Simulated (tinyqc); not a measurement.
Changing the grading rate (misfit per thickness) R_f: kinetics of strain relaxation and threading dislocations in mismatched semiconductor layers. Computed by tinyqc, a small Python program. Command: `OMP_NUM_THREADS=1 python tinyqc.py 3008151 3008152 out.jsonl threading sweep`. One thread of a shared host (Intel(R) Xeon(R) Processor @ 2.30GHz), about 0.01 s of CPU time with the checks.

60-degree dislocations on {111} planes of a (001) layer, isotropic elasticity. The Schmid factor is 1/sqrt(6), and a misfit segment relieves strain with b/2.

Inputs (values chosen for the exercise, modelled on GaAs on Si):
```
quantity,value,unit
misfit f,0.0396,-
shear modulus G,46.7,GPa
Poisson ratio nu,0.31,-
Burgers vector b,4,angstrom
glide activation energy Q,1.3,eV
velocity prefactor v0,9500,m/s per MPa
growth temperature of the buffer T_g,838,K
growth rate R_g,1.4,nm/s
```

Constants: k_B = 8.617333262e-05 eV/K.

Method. In steady grading, strain is fed at R_f R_g and relieved at (b/4) rho v. As a glide-limited estimate, the driving stress is taken as the mean stress of the strained top zone, whose depth z solves R_f z/2 = e_eq(z), with strain R_f z at the surface; tau_g = S R_f z/2 is its mean; then rho = 4 R_f R_g/(b m tau_g), m = v0 exp(-Q/(k_B T_g)), S = (1/sqrt 6) 2 G (1 + nu)/(1 - nu), e_eq(z) = b (1 - nu/4) [ln(z/b) + 1]/(4 pi (1 + nu) z).

One run for each value:
```
grading rate (misfit per thickness) R_f (1/micrometre),thread density of the buffer (1/cm^2),depth z of the strained zone (nm),stress tau_g (MPa),buffer thickness f/R_f (micrometre)
0.00050,303.4,883.20,15.98,79.200
0.00097,431.3,621.14,21.81,40.825
0.00190,617.1,434.19,29.86,20.842
0.00360,868.1,308.62,40.21,11.000
0.00690,1230.3,217.78,54.39,5.739
0.01300,1729.5,154.92,72.90,3.046
0.02600,2514.4,106.56,100.28,1.523
0.05000,3584.7,74.74,135.27,0.792
```

What does the table show, and why?

Over the rows, thread density of the buffer (1/cm^2) rises from 303 to 3580 (exponent d ln y / d ln x about 0.54 throughout); depth z of the strained zone (nm) falls from 883 to 74.7 (exponent d ln y / d ln x about -0.54 throughout); stress tau_g (MPa) rises from 16.0 to 135 (exponent d ln y / d ln x about 0.46 throughout). The exponent of thread density of the buffer stays between 0.53 and 0.54, near 0.50: the feed goes as R_f and the stress as its root, but for the logarithm. The exponent of depth z of the strained zone stays between -0.54 and -0.53, near -0.50: R_f z against 1/z, but for the logarithm.

Caution (all rows): real buffers seldom go below 1e5 /cm^2, as pile-ups and nucleation take over; this value is a lower bound.

Extremes, crossings and ranges named in words are read from the listed rows.
